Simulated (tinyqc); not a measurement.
Crystal pulling from the melt: segregation, interface stability, heat balance and point-defect regime: one step, computed by the program tinyqc.

A dilute solute; steady pulling with a flat interface unless it is found unstable.

Question. Heat balance and the ratio V/G. k_S G_S = k_L G_L + L V; the largest rate for this G_S, with G_L = 0, is k_S G_S/L. Voronkov: the crystal grows vacancy-rich if V/G_S > xi_c and interstitial-rich if below; at fixed G_L the neutral rate solves V = xi_c G_S(V).

Inputs (values chosen for the exercise, modelled on germanium in silicon):
```
quantity                  value          unit
pull rate V                 1.3        mm/min
gradient in the melt G_L     16          K/cm
solid conductivity k_S     20.4       W/(m K)
melt conductivity k_L      54.1       W/(m K)
latent heat per volume L   4130        J/cm^3
critical ratio xi_c        0.14  mm^2/(min K)
```

Give: gradient in the solid G_S; largest rate; V/G_S; neutral pull rate.

Answer.

gradient in the solid G_S = 86.30 K/cm

largest rate = 2.558 mm/min

V/G_S = 0.1506 mm^2/(min K)

neutral pull rate = 1.126 mm/min

V/G_S is 1.08 xi_c: vacancies survive and can cluster into voids. Latent heat makes up 51 % of the flux.
